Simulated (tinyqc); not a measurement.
From results to parameters: diatomic chain. Computed by the program tinyqc.

Problem. A chain of two alternating masses has one spring constant k; at the zone edge omega^2 = 2k/M and 2k/m, and wavenumber = 521.4708 sqrt(omega^2) with omega^2 in eV/(angstrom^2 u). Find k, the heavier mass and the optical wavenumber at q = 0.

wavenumbers at the zone edge (cm^-1): 123.709880  466.417663
lighter mass = 13.500000 u

Solution. The upper value gives k = m omega^2/2, the ratio of the squares gives M/m, and at q = 0 omega^2 = 2k (1/m + 1/M), the sum of the two.

k = 5.4000 eV/angstrom^2
heavier mass = 191.9000 u
optical wavenumber at q = 0 = 482.5449 cm^-1
